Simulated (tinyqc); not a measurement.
Charge control and current of a heterostructure field-effect transistor. Changing the channel mass m. Computed by tinyqc, a small Python program. Command: `OMP_NUM_THREADS=1 python tinyqc.py 3007348 3007349 out.jsonl hemt sweep`. One thread of a shared host (Intel(R) Xeon(R) Processor @ 2.30GHz), about 0.01 s of CPU time with the checks.

Two subbands in a triangular well; E_F is counted from the conduction band edge of the channel at the interface.

Inputs (values chosen for the exercise, modelled on AlGaAs/GaAs):
```
quantity                                  value    unit
permittivity eps (barrier and channel)     12.7       -
barrier thickness d                          32      nm
Schottky barrier phi_B                        1      eV
conduction band offset dE_c                0.21      eV
delta-doping density N_d                6.6e+12  1/cm^2
gate voltage V_G                              0       V
temperature T                               300       K
mixing                                      0.5       -
iteration cap                               200       -
spacer between delta layer and channel      4.4      nm
```

Charge source: delta doping. Velocity law: two-piece.

Constants: e = 1.602176634e-19 C; eps_0 = 8.8541878128e-12 F/m; k_B = 8.617333262e-05 eV/K; hbar = 1.054571817e-34 J s; m_0 = 9.1093837015e-31 kg; k_B = 1.380649e-23 J/K.

Method:
- Threshold V_T = phi_B - dE_c - e N_d (d - spacer)/(eps eps_0) (in volts); C_b = eps eps_0/d.
- Charge control: n_s = C_b (V_G - V_T - E_F/e)/e. Well: mean field F = e n_s/(2 eps eps_0), E_i = (hbar^2/2m)^(1/3) [(3 pi e F/2)(i + 3/4)]^(2/3), i = 0, 1; n_s = D k_B T sum_i ln(1 + exp((E_F - E_i)/k_B T)), D = m/(pi hbar^2), which is solved in closed form for E_F.
- Iteration from n_s = C_b (V_G - V_T)/(2e): E_F from n_s, n_out from the charge control, n_new = n_s + mixing (n_out - n_s), kept above n_s/10; stop when |n_out/n_s - 1| < 1e-9.
- C_g = e dn_s/dV_G = 1/(1/C_b + 1/C_q), 1/C_q = d(E_F/e)/d(e n_s) by a central difference of +/- 0.1 % in n_s; added distance dd = eps eps_0/C_q.

One run for each value; columns: (1) channel mass m (m_0); (2) gate capacitance C_g (microfarad/cm^2); (3) added distance dd (nm); (4) sheet density n_s (1/cm^2); (5) share in the second subband (%):
```
(1)        (2)     (3)         (4)     (5)
0.020  0.27392  9.0511  2.9193e+12  26.473
0.032  0.28987  6.7923  3.1208e+12  19.432
0.050  0.30135  5.3153  3.2806e+12  13.048
0.079  0.31117  4.1367  3.4188e+12   8.796
0.130  0.31977  3.1657  3.5417e+12   6.979
0.200  0.32521  2.5772  3.6284e+12   6.888
0.320  0.32949  2.1282  3.7080e+12   7.731
0.500  0.33246  1.8234  3.7731e+12   9.191
```

What does the table show, and why?

Over the rows, gate capacitance C_g (microfarad/cm^2) rises from 0.274 to 0.332 (exponent d ln y / d ln x 0.12 between the first rows and 0.020 between the last); added distance dd (nm) falls from 9.05 to 1.82 (exponent d ln y / d ln x -0.61 between the first rows and -0.35 between the last); sheet density n_s (1/cm^2) rises from 2.92e12 to 3.77e12 (exponent d ln y / d ln x 0.14 between the first rows and 0.039 between the last). A light mass lowers the density of states and raises E_0, so more of the gate voltage goes into E_F.

Caution (all rows): E_F lies above the conduction band minimum of the barrier, so electrons would spill into the barrier.

Extremes, crossings and ranges named in words are read from the listed rows.
